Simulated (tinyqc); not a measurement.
Speciation in dilute and buffered hydrofluoric acid, oxide etch rate and bath loading: one step, computed by the program tinyqc.

Concentrations stand for activities, NH4+ and Cl- are spectators, and water ionisation is neglected. H, F and HF2 denote the ions H+, F- and HF2-. The base temperature is 298 K.

Task: One trial. Fluoride balance: [HF] + [F] + 2 [HF2] + 2 [H2F2] = HF added + NH4F added. Acid balance: [H] + [HF] + [HF2] + 2 [H2F2] = HF added + HCl added. For a trial [H], [HF] = [H][F]/K1, and the fluoride balance is a quadratic in [F]. Take pH = 3. The residual is the left side of the acid balance less the right.

Inputs (values chosen for the exercise, of the order of those for thermal oxide at room temperature):

| quantity | value | unit |
|---|---|---|
| HF added | 0.23 | mol/L |
| NH4F added | 0 | mol/L |
| HCl added | 0.036 | mol/L |
| K1 = [H][F]/[HF] | 0.000722 | mol/L |
| K2 = [HF2]/([HF][F]) | 4.06 | L/mol |
| K3 = [H2F2]/[HF]^2 | 0 | L/mol |

Give: [F]; [HF]; [HF2]; [H2F2]; residual.

Result:

[F] = 0.071994 mol/L

[HF] = 0.099714 mol/L

[HF2] = 0.029146 mol/L

[H2F2] = 0 mol/L

residual = -0.13614 mol/L

The residual is negative, so the pH lies below 3.
